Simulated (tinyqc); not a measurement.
Electron mobility of a polar semiconductor by Rode's iterative solution of the Boltzmann equation. Convergence with the energy grid. Computed by tinyqc, a small Python program. Command: `OMP_NUM_THREADS=1 python tinyqc.py 3029434 3029435 out.jsonl rode sweep`. One thread of a shared host (Intel(R) Xeon(R) Processor @ 2.30GHz), about 0.07 s of CPU time with the checks.

The distribution is f(E) + e F l(E) (-df/dE) cos(theta) for a weak field F, theta counted from the force; l(E) is a mean free path. Elastic processes enter by their momentum rate, polar optical phonons by out- and in-scattering terms. One valley only: where upper valleys lie close, measured mobilities are lower. The density n is prescribed, even where a narrow-gap material would have more intrinsic carriers.

Inputs (values chosen for the exercise, for a model polar semiconductor):
```
quantity                               value    unit
effective mass m                        0.13     m_0
non-parabolicity alpha                  0.38    1/eV
static permittivity eps_s               16.5       -
high-frequency permittivity eps_inf     10.9       -
density rho                             3590  kg/m^3
sound velocity v_l                      4470     m/s
acoustic deformation potential D_A       8.7      eV
optical phonon energy hbar w            38.3     meV
piezoelectric coupling K               0.029       -
electron density n                   5.9e+15  1/cm^3
compensation ratio C                       0       -
temperature T                            500       K
iteration cap                            200       -
```

Band: Kane. Elastic processes: acoustic, piezoelectric, impurity.

Constants: k_B = 8.617333262e-05 eV/K; m_0 = 9.1093837015e-31 kg; e = 1.602176634e-19 C; hbar = 1.054571817e-34 J s; eps_0 = 8.8541878128e-12 F/m; k_B = 1.380649e-23 J/K; hbar = 6.582119569e-16 eV s.

Method:
- Kane band: hbar^2 k^2/(2 m) = E (1 + alpha E), speed v = hbar k/(m (1 + 2 alpha E)), states per spin, volume and energy g(E) = m k (1 + 2 alpha E)/(2 pi^2 hbar^2); overlap factors are set to 1. Masses are multiplied by m_0 and all formulas are in SI units.
- The reduced Fermi level eta = E_F/(k_B T) solves n = 2 Z int g f dE with f = 1/(1 + exp(x - eta)) (Z = 1 unless valleys are given); screening length L_s = sqrt(eps_s eps_0 k_B T/(e^2 dn/deta)), dn/deta = 2 Z int g f (1 - f) dE.
- Integrals over x = E/(k_B T) use 160 Gauss-Legendre points in u = sqrt(x) from 0 to sqrt(max(eta, 0) + 32).
- N_I = n (1 + C)/(1 - C).
- Phonon occupation N_q = 1/(exp(hbar w/(k_B T)) - 1).
- Acoustic deformation potential (elastic, equipartition, absorption and emission together): 1/tau = 2 pi k_B T D_A^2 g(E)/(hbar rho v_l^2).
- Piezoelectric (elastic, unscreened, momentum relaxation): 1/tau = e^2 K^2 k_B T m (1 + 2 alpha E)/(2 pi eps_s eps_0 hbar^3 k), with alpha = 0 for a parabolic band.
- Singly charged impurities, momentum relaxation: 1/tau = N_I e^4 m (1 + 2 alpha E) Phi/(8 pi (eps_s eps_0)^2 hbar^3 k^3), with alpha = 0 for a parabolic band.
- Brooks-Herring: Phi = ln(1 + b) - b/(1 + b), b = 4 k^2 L_s^2.
- Polar optical, unscreened: W = e^2 w (1/eps_inf - 1/eps_s) m (1 + 2 alpha E') ln|(k + k')/(k - k')| / (4 pi eps_0 hbar^2 k), times N_q for absorption (E' = E + hbar w) and N_q + 1 for emission (E' = E - hbar w > 0), with alpha = 0 for a parabolic band; mean cosine of the angle <cos> = (k^2 + k'^2)/(2 k k') - 1/ln|(k + k')/(k - k')|.
- Energy grid E_j = (j + 1/2) hbar w/s, j = 0, 1, ..., up to (max(eta, 0) + 18) k_B T, so that E_j +/- hbar w are grid points; l = 0 beyond the grid; integrals are sums times the spacing.
- With f' = f(E'): out-scattering S_o = sum over absorption and emission of W (1 - f')/(1 - f); nu = sum of elastic rates; the in-scattering weights are c+ = W_abs <cos> (1 - f')/(1 - f) for E' = E + hbar w and c- likewise for emission.
- Iteration: l_new(E) = [v(E) + c+ l(E + hbar w) + c- l(E - hbar w)]/(nu + S_o), from l = 0.
- mu = e sum g v l f (1 - f) / (3 k_B T sum g f) over the grid; stop when mu changes by less than 1e-8 of itself.
- Self-energy RTA: l = v/(nu + S_o), the first iteration. Momentum RTA: l = v/(nu + S_o - c+ v(E + hbar w)/v - c- v(E - hbar w)/v), listed only where the denominator is positive on the whole grid. The polar-only value solves the same system with nu = 0; the elastic value takes l = v/nu.

One run for each value; columns: (1) grid points per phonon energy s; (2) mobility mu (cm^2/(V s)); (3) polar-phonon mobility (cm^2/(V s)); (4) elastic mobility (cm^2/(V s)):
```
(1)    (2)    (3)   (4)
2    622.2  774.2  3503
4    630.2  785.1  3526
6    632.9  788.6  3537
10   634.8  791.1  3544
16   635.8  792.4  3547
24   636.2  793.0  3548
40   636.6  793.4  3549
```

What does the table show, and why?

Over the rows, mobility mu (cm^2/(V s)) rises from 622 to 637 (exponent d ln y / d ln x 0.019 between the first rows and 9.6e-4 between the last); polar-phonon mobility (cm^2/(V s)) rises from 774 to 793 (exponent d ln y / d ln x 0.020 between the first rows and 0.0010 between the last); elastic mobility (cm^2/(V s)) rises from 3503 to 3549 (exponent d ln y / d ln x 0.0097 between the first rows and 4.8e-4 between the last). Against the finest grid, mu is off by -2.3 % in the first row and -0.049 % in the last but one.
